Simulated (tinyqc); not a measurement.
A clean chain and dephasing by Buettiker voltage probes: one step of the calculation.

Sites 1 to 6 form a chain with hopping -t. Lead L joins site 1 and lead R site 6, both semi-infinite chains with hopping -t and site energy 0. Every site carries a probe with self-energy -i Gamma_p/2 that draws no net current. Linear response at zero temperature: mu_L = 1, mu_R = 0 in units of the bias.

Question. Probe potentials and effective transmission. No current into probe p: W mu = T_pL with W_pp = T_pL + T_pR + sum_q T_pq and W_pq = -T_pq. Then T_eff = T_RL + sum_p T_pR mu_p, and the resistance is (h/2q^2)/T_eff.

Constants: q = 1.602176634e-19 C, h = 6.62607015e-34 J s. Results are converted to the units shown.

T_RL = 0.082145914

| probe | T_pL | T_pR |
|---|---|---|
| 1 | 0.33725659 | 0.03495513 |
| 2 | 0.22892061 | 0.06526059 |
| 3 | 0.13870265 | 0.09989890 |
| 4 | 0.09989890 | 0.13870265 |
| 5 | 0.06526059 | 0.22892061 |
| 6 | 0.03495513 | 0.33725659 |

T_pq:

|  | 1 | 2 | 3 | 4 | 5 | 6 |
|---|---|---|---|---|---|---|
| 1 | 0.00000000 | 0.09741141 | 0.05902143 | 0.04250947 | 0.02777001 | 0.01487428 |
| 2 | 0.09741141 | 0.00000000 | 0.11019193 | 0.07936440 | 0.05184610 | 0.02777001 |
| 3 | 0.05902143 | 0.11019193 | 0.00000000 | 0.12148858 | 0.07936440 | 0.04250947 |
| 4 | 0.04250947 | 0.07936440 | 0.12148858 | 0.00000000 | 0.11019193 | 0.05902143 |
| 5 | 0.02777001 | 0.05184610 | 0.07936440 | 0.11019193 | 0.00000000 | 0.09741141 |
| 6 | 0.01487428 | 0.02777001 | 0.04250947 | 0.05902143 | 0.09741141 | 0.00000000 |

Find: W; mu_p; T_eff; resistance.

Answer.

W:

|  | 1 | 2 | 3 | 4 | 5 | 6 |
|---|---|---|---|---|---|---|
| 1 | 0.6138 | -0.0974 | -0.0590 | -0.0425 | -0.0278 | -0.0149 |
| 2 | -0.0974 | 0.6608 | -0.1102 | -0.0794 | -0.0518 | -0.0278 |
| 3 | -0.0590 | -0.1102 | 0.6512 | -0.1215 | -0.0794 | -0.0425 |
| 4 | -0.0425 | -0.0794 | -0.1215 | 0.6512 | -0.1102 | -0.0590 |
| 5 | -0.0278 | -0.0518 | -0.0794 | -0.1102 | 0.6608 | -0.0974 |
| 6 | -0.0149 | -0.0278 | -0.0425 | -0.0590 | -0.0974 | 0.6138 |

| probe | mu_p |
|---|---|
| 1 | 0.7571 |
| 2 | 0.6415 |
| 3 | 0.5362 |
| 4 | 0.4638 |
| 5 | 0.3585 |
| 6 | 0.2429 |

T_eff = 0.4324
resistance = 29.85 kohm

Program tinyqc, `OMP_NUM_THREADS=1 python tinyqc.py 2700103 2700104 out.jsonl`; Intel Xeon 2.30GHz, shared host, one thread, about 0.01 s.
